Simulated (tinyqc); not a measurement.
# MOSFET in the linear regime without short-channel effects, parameter extraction from computed curves: two studies

Inversion charge Q = Cox n Vt W0(exp((Vg - VT)/(n Vt))), W0 the Lambert function and n = nf; u = Q/Cox; mobility mu = mu0/(1 + th1 u + th2 u^2); channel resistance Rch = (L - dL)/(W mu Q); Id = Vd/(Rch + Rsd/W). Cox = eps0 eox/tox. Small Vd, no channel-length or drain effects.

Inputs (values chosen for the exercise); channel values of the order met in silicon transistors:
- T = 77 K (temperature)
- eox = 22.5 (relative permittivity of the gate insulator (close to hafnium oxide))
- tox = 21 nm (insulator thickness)
- mu0 = 270 cm^2/(V s) (low-field mobility)
- th1 = 0.23 1/V (first mobility attenuation factor)
- th2 = 0 1/V^2 (second mobility attenuation factor)
- VT = 0.28 V (threshold voltage)
- nf = 1.4 (body factor)
- W = 0.5 um (gate width)
- L = 0.066 um (drawn gate length)
- dL = 0.005 um (drawn less effective length)
- Rsd = 120 ohm um (source plus drain resistance)
- Vd = 0.02 V (drain voltage)

Constants: q = 1.602176634e-19 C, kB = 1.380649e-23 J/K, Vt = kB T/q, eps0 = 8.8541878128e-14 F/cm where lengths are in cm. Results are converted to the units shown.

Each table varies one quantity; the others keep the values above.

## Extraction methods against the second mobility attenuation factor

From the continuous curve Id(Vg): tangent at peak gm (V_ext = Vg - Id/gm); constant current Id = 0.1 uA W/L; peak of d2Id/dVg2; Y = Id/sqrt(gm) drawn through Vg = VT + 0.6 and VT + 0.8 V, with intercept VT_Y and slope s. Mobilities gm,max L/(W Cox Vd) and s^2 L/(W Cox Vd) with the drawn L. Last column: share of Rsd/W in the total resistance at VT + 0.8 V.

Result of one run:
```
th2 (1/V^2)	V_ext (V)	constant current (V)	second derivative (V)	VT_Y (V)	mobility from gm (cm^2/(V s))	mobility from Y (cm^2/(V s))	series share (%)
0	0.285	0.305	0.278	0.305	234	284	24.6
```

What becomes of these results when the second mobility attenuation factor th2 is changed from 0 to 0.36 1/V^2, all else the same?

Result of the changed run:
```
th2 (1/V^2)	V_ext (V)	constant current (V)	second derivative (V)	VT_Y (V)	mobility from gm (cm^2/(V s))	mobility from Y (cm^2/(V s))	series share (%)
0.36	0.285	0.305	0.278	0.410	232	479	21.7
```

The whole series:
```
th2 (1/V^2)	V_ext (V)	constant current (V)	second derivative (V)	VT_Y (V)	mobility from gm (cm^2/(V s))	mobility from Y (cm^2/(V s))	series share (%)
0	0.285	0.305	0.278	0.305	234	284	24.6
0.06	0.285	0.305	0.278	0.323	233	308	24.0
0.12	0.285	0.305	0.278	0.340	233	335	23.5
0.18	0.285	0.305	0.278	0.358	233	364	23.0
0.24	0.285	0.305	0.278	0.375	233	398	22.6
0.3	0.285	0.305	0.278	0.393	232	436	22.1
0.36	0.285	0.305	0.278	0.410	232	479	21.7
```

The model has VT = 0.28 V and mu0 = 270 cm^2/(V s). Over the table the extracted thresholds move by under 0.5 mV (tangent), under 0.5 mV (constant current), under 0.5 mV (second derivative), 100 mV (Y function). The mobility from gm falls from 234 to 232 and that from Y rises from 284 to 479 cm^2/(V s).

## Extraction methods against the source plus drain resistance

Same model as above.

Extraction methods against the source plus drain resistance:
```
Rsd (ohm um)	V_ext (V)	constant current (V)	second derivative (V)	VT_Y (V)	mobility from gm (cm^2/(V s))	mobility from Y (cm^2/(V s))	series share (%)
0	0.291	0.304	0.278	0.305	257	284	0
50	0.288	0.304	0.278	0.305	245	284	11.9
100	0.286	0.305	0.278	0.305	237	284	21.3
200	0.284	0.305	0.278	0.305	223	284	35.2
400	0.281	0.305	0.277	0.305	205	284	52.0
800	0.277	0.306	0.277	0.305	182	284	68.5
1500	0.274	0.308	0.276	0.305	157	284	80.3
```

What does the comparison show?

The model has VT = 0.28 V and mu0 = 270 cm^2/(V s). Over the table the extracted thresholds move by 17 mV (tangent), 3.5 mV (constant current), 2.5 mV (second derivative), under 0.5 mV (Y function). The mobility from gm falls from 257 to 157 and that from Y stays near 284 cm^2/(V s). Y cancels the series resistance, which multiplies Id and sqrt(gm) by the same factor.

Numbers from tinyqc (`OMP_NUM_THREADS=1 python tinyqc.py 2210128 2210129 out.jsonl`; about 0.01 s on one thread of a shared Intel Xeon 2.30GHz).
